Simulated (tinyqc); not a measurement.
From results back to parameters: donors with valley-orbit split 1s states. Three cases, with inputs chosen for the exercise.

Problem. The electron density is given and ND is hidden.

Each donor binds at most one electron, in any of its states. For a site s, W_s = sum over its states of g exp(E/kT), and the ionised share is 1/(1 + W_s exp(eta)), eta = (EF - Ec)/kT; n = Nc F_1/2(eta); neutrality n + NA = ND x (mean ionised share); holes are neglected. Nc from N = 2 (m kB T/(4 pi c))^(3/2) with c = hbar^2/2m0, in 1/angstrom^3; times 1e24 for 1/cm^3, m = md. F_j(eta) = (1/Gamma(j + 1)) integral_0^infinity x^j dx/(1 + exp(x - eta)), which tends to exp(eta) for eta << 0.

Constants: hbar^2/2m0 = 3.80998211 eV angstrom^2; kB = 8.617333262e-05 eV/K.

Case 1.

Values chosen (near those of P in Si; not measured data): md = 1.069 m0 (density-of-states mass of the conduction band); E = (45.1, 33.2, 31.6) meV (binding energies of 1s(A1), 1s(T2), 1s(E)); g = (2, 6, 4) (their degeneracies with spin); T = 225 K; NA = 2.3e+15 1/cm^3 (compensating acceptors, all ionised).

n = 1.0177e+16 1/cm^3

Case 2.

Values chosen (near those of P in Si; not measured data): md = 1.037 m0 (density-of-states mass of the conduction band); E = (44.5, 33.3, 31.5) meV (binding energies of 1s(A1), 1s(T2), 1s(E)); g = (2, 6, 4) (their degeneracies with spin); T = 500 K; NA = 0 1/cm^3 (compensating acceptors, all ionised).

n = 1.6866e+16 1/cm^3

Case 3.

Values chosen (near those of As in Si; not measured data): md = 1.063 m0 (density-of-states mass of the conduction band); E = (55.8, 35.2, 32.2) meV (binding energies of 1s(A1), 1s(T2), 1s(E)); g = (2, 6, 4) (their degeneracies with spin); T = 200 K; NA = 1.3e+16 1/cm^3 (compensating acceptors, all ionised).

n = 1.7578e+16 1/cm^3

Find: eta; mean ionised share; ND.

Solution. n/Nc gives eta, eta and W_s give the ionised share, and ND = (n + NA)/share.

Case 1.

eta = -7.479
mean ionised share = 0.960
ND = 1.3e+16 1/cm^3

Case 2.

eta = -8.126
mean ionised share = 0.992
ND = 1.7e+16 1/cm^3

Case 3.

eta = -6.747
mean ionised share = 0.874
ND = 3.5e+16 1/cm^3

Computed by tinyqc, one run a case: `OMP_NUM_THREADS=1 python tinyqc.py N N+1 out.jsonl` with N = 1652329, 1652391, 1652420; one thread of a shared Intel(R) Xeon(R) Processor @ 2.30GHz, about 0.01 s a run at most.
